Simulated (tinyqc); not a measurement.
From results back to parameters: Wannier exciton and Elliott formula. Three cases, with inputs chosen for the exercise.

Problem. Bulk exciton lines lie at Eg - Ry*/n^2 with Ry* = Ry mu/eps^2. Lines n = 1 and 2 were computed from hidden Eg and mu.

Constants: Ry = 13.60569312 eV; a0 (Bohr radius) = 0.5291772105 angstrom.
Find: Ry*; Eg; mu; a* = a0 eps/mu.

Method. The spacing is Ry* (1/1 - 1/4).

Case 1.

Values chosen (out of a larger set: near those of CdTe; not measured data): eps = 10 (dielectric constant).

lines (eV): 1.632681  1.640420

Solution.

Ry* = 10.32 meV
Eg = 1.6430 eV
mu = 0.076 m0
a* = a0 eps/mu = 70 angstrom

Case 2.

Values chosen (out of a larger set: near those of InGaAs; not measured data): eps = 14.3 (dielectric constant).

lines (eV): 0.784999  0.786500

Solution.

Ry* = 2.00 meV
Eg = 0.7870 eV
mu = 0.030 m0
a* = a0 eps/mu = 252 angstrom

Case 3.

Values chosen (out of a larger set: near those of InP; not measured data): eps = 12.7 (dielectric constant).

lines (eV): 1.425858  1.429715

Solution.

Ry* = 5.14 meV
Eg = 1.4310 eV
mu = 0.061 m0
a* = a0 eps/mu = 110 angstrom

Computed by tinyqc, one run a case: `OMP_NUM_THREADS=1 python tinyqc.py N N+1 out.jsonl` with N = 1250056, 1250193, 1250707; one thread of a shared Intel(R) Xeon(R) Processor @ 2.30GHz, about 0.02 s a run at most.
